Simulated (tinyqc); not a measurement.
# CMOS inverter, nodal equation and switching: two studies

An n-channel pull-down (bn, VTn) and a p-channel pull-up (bp, VTp) share the input Vin and the output node Vout, which carries the load C. Transistor (EKV form, voltages against the body): I = 2 n b Vt^2 [F(vp - Vs) - F(vp - Vd)] from drain to source, F(v) = ln^2(1 + exp(v/(2 Vt))), vp = (Vg - VT + sg |Vd - Vs|)/n. n-channel bodies are at 0; for the p-channel device all voltages are counted down from Vdd. b in uA/V^2 gives I in uA. Static: In = Ip. Transient: C dVout/dt = Ip - In. No velocity saturation, no gate capacitance beyond C.

Parameters, values chosen for the exercise:
```
symbol,value,unit,meaning
T,300,K,temperature
Vdd,0.4,V,supply voltage
n,1.11,,slope factor
sg,0.054,,drain-induced barrier lowering
VTn,0.41,V,n-channel threshold
VTp,0.37,V,p-channel threshold (magnitude)
bn,170,uA/V^2,gain factor of the pull-down transistor
bp,220,uA/V^2,gain factor of the pull-up transistor
C,0.79,fF,load capacitance
```

Constants: q = 1.602176634e-19 C, kB = 1.380649e-23 J/K, Vt = kB T/q. Results are converted to the units shown.

Each table varies one quantity; the others keep the values above.

## Effect of the gain factor of the pull-up transistor

VM solves In = Ip with Vin = Vout; VIL and VIH are the inputs of gain -1, NML = VIL - Vout(VIH), NMH = Vout(VIL) - VIH. For a step input the delay to Vdd/2 is tHL = C times the integral of dV/(In - Ip) from Vdd/2 to Vdd at Vin = Vdd, and tLH likewise with Ip - In from 0 to Vdd/2 at Vin = 0.

Result of one run:
```
bp (uA/V^2),VM (V),gain at VM,NML (V),NMH (V),tHL (ps),tLH (ps)
80,0.2085,-18.33,0.1720,0.1541,1122,967.5
```

What becomes of these results when the gain factor of the pull-up transistor bp is changed from 80 to 290 uA/V^2, all else the same?

Result of the changed run:
```
bp (uA/V^2),VM (V),gain at VM,NML (V),NMH (V),tHL (ps),tLH (ps)
290,0.2264,-18.25,0.1909,0.1352,1122,266.9
```

The whole series:
```
bp (uA/V^2),VM (V),gain at VM,NML (V),NMH (V),tHL (ps),tLH (ps)
34,0.1966,-18.34,0.1594,0.1666,1122,2277
52,0.2025,-18.34,0.1657,0.1604,1122,1489
80,0.2085,-18.33,0.1720,0.1541,1122,967.5
120,0.2141,-18.32,0.1779,0.1481,1122,645.0
190,0.2205,-18.29,0.1847,0.1414,1122,407.4
290,0.2264,-18.25,0.1909,0.1352,1122,266.9
440,0.2322,-18.19,0.1970,0.1291,1122,175.9
680,0.2382,-18.12,0.2033,0.1227,1122,113.8
```

As bp goes from 34 to 680 uA/V^2, VM rises from 0.197 to 0.238 V, the size of the gain falls from 18.3 to 18.1, tHL stays near 1120 ps and tLH falls from 2280 to 114 ps. The smaller margin is largest, 0.160 V, at bp = 52 uA/V^2 among the rows. A stronger pull-up raises VM and trades low-side against high-side margin. In every row the supply is below a threshold, where mismatch, left out here, dominates margins and delay.

## Effect of the slope factor

Same model as above.

Effect of the slope factor:
```
n,VM (V),gain at VM,NML (V),NMH (V),tHL (ps),tLH (ps)
1,0.2222,-18.30,0.1881,0.1413,1225,352.5
1.1,0.2225,-18.28,0.1869,0.1394,1130,352.0
1.2,0.2229,-18.25,0.1858,0.1376,1049,349.5
1.3,0.2232,-18.22,0.1848,0.1358,978.5,345.6
1.4,0.2236,-18.18,0.1838,0.1341,916.8,340.7
1.5,0.2239,-18.15,0.1828,0.1324,862.5,335.1
1.6,0.2243,-18.12,0.1819,0.1307,814.3,329.1
```

As n goes from 1 to 1.6, VM rises from 0.222 to 0.224 V, the size of the gain falls from 18.3 to 18.1, tHL falls from 1230 to 814 ps and tLH falls from 353 to 329 ps. The smaller margin is largest, 0.141 V, at n = 1 among the rows. In every row the supply is below a threshold, where mismatch, left out here, dominates margins and delay.

Computed by the program tinyqc: `OMP_NUM_THREADS=1 python tinyqc.py 2340040 2340041 out.jsonl`, one thread of a shared Intel Xeon 2.30GHz, about 0.04 s for the whole run.
